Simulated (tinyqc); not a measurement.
# Drift exponent from two reads

Problem. Ra = R0 (t/t0)^nu. Find nu, R0 and Ra after ten years (3.15576e8 s).

Values chosen for this exercise:

| symbol | value | unit | meaning |
|---|---|---|---|
| t0 | 0.001 | s | reference time |

Ra at t = 0.01 and 3 s, both at 300 K (Mohm): 1.9919228  2.5601525

Solution. ln Ra is linear in ln t with slope nu.

nu = 0.0440
R0 = 1.80 Mohm
Ra after ten years = 5.77 Mohm

Computed by the program tinyqc: `OMP_NUM_THREADS=1 python tinyqc.py 2880056 2880057 out.jsonl`, one thread of a shared Intel Xeon 2.30GHz, about 0.01 s for the whole run.
